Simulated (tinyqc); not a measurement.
Inside a calculation. Model: random telegraph noise from one oxide trap in a small MOSFET.

Numbers from tinyqc (`OMP_NUM_THREADS=1 python tinyqc.py 2710169 2710170 out.jsonl`; about 0.01 s on one thread of a shared Intel Xeon 2.30GHz). Printed values are rounded.

An acceptor-like trap exchanges electrons with the channel. Inversion charge Q = Cox u, u = n Vt W0(exp((Vg - VT)/(n Vt))), W0 the Lambert function, n = nf, Cox = eps0 eox/tox; linear regime Id = (W/L) mu Q Vd. Relative to threshold the surface potential rises by Vt ln(u/u0) and the oxide voltage by the rest of Vg - VT, with u0 = n Vt W0(1).

Inputs (values chosen for the exercise); values of the order met in silicon transistors:
- T = 250 K (temperature)
- eox = 8.91 (relative permittivity of the gate insulator (close to aluminium oxide))
- tox = 2.7 nm (insulator thickness)
- xt = 1.1 nm (depth of the trap from the channel interface)
- E0 = 0.14 eV (trap level above the channel Fermi level at threshold)
- s0 = 1e-16 cm^2 (capture prefactor)
- EB = 0.18 eV (capture barrier (lattice relaxation))
- lt = 0.15 nm (tunnelling decay length)
- vth = 2.2e7 cm/s (thermal velocity)
- zi = 2 nm (thickness of the inversion layer)
- VT = 0.38 V (threshold voltage)
- nf = 1.08 (body factor)
- W = 22 nm (gate width)
- L = 120 nm (gate length)
- mu = 400 cm^2/(V s) (mobility)
- asc = 0 V s (scattering coefficient of the charged trap)
- Vd = 0.05 V (drain voltage)
- Vg = 0.65 V (gate voltage)

Constants: q = 1.602176634e-19 C, kB = 1.380649e-23 J/K, Vt = kB T/q, eps0 = 8.8541878128e-14 F/cm where lengths are in cm. Results are converted to the units shown.

Range of the model: VT is taken as given; short-channel effects and the uneven flow of current among few electrons are left out.

## Trap level, time constants and occupancy

N = Cox u/q; dpsi = Vt ln(u/u0); E = E0 - dpsi - (xt/tox)(Vg - VT - dpsi); capture time tc = 1/[(N/zi) vth s0 exp(-xt/lt - EB/Vt)]; emission time te = tc exp(-E/Vt); occupancy te/(tc + te).

u = 0.2179470 V
N = 3.974688e12 cm^-2
dpsi = 0.06041542 V
E = -0.005801733 eV
tc = 1.488575e-4 s
te = 1.948626e-4 s
occupancy = 0.5669223

The trap lies 0.27 Vt below the Fermi level, so it is filled 56.7 % of the time.

## Step height

A = W L; threshold step dV = q (1 - xt/tox)/(Cox A); gm/Id = 1/(u + n Vt); relative step dI/I = (gm/Id) dV + asc mu/A. Id as defined.

electrons in the channel N A = 104.9318
dV = 1.230836 mV
gm/Id = 4.145701 1/V
number part of dI/I = 0.5102676 %
dI/I = 0.5102676 %
Id = 2.334989 uA
dI = 11.91469 nA

## Lorentzian spectrum

Spectrum S(f) = 4 dI^2/{(tc + te)[(1/tc + 1/te)^2 + (2 pi f)^2]}; corner fc = (1/tc + 1/te)/(2 pi); variance dI^2 tc te/(tc + te)^2. Give S at f = 0, at fc and at 10 fc.

fc = 1885.931 Hz
S(0) = 1.176547e-20 A^2/Hz
S(fc) = 5.882736e-21 A^2/Hz
S(10 fc) = 1.164898e-22 A^2/Hz
rms current = 5.903744 nA

The rms value is 0.496 of the step; it reaches its largest share, 1/2, when tc = te.
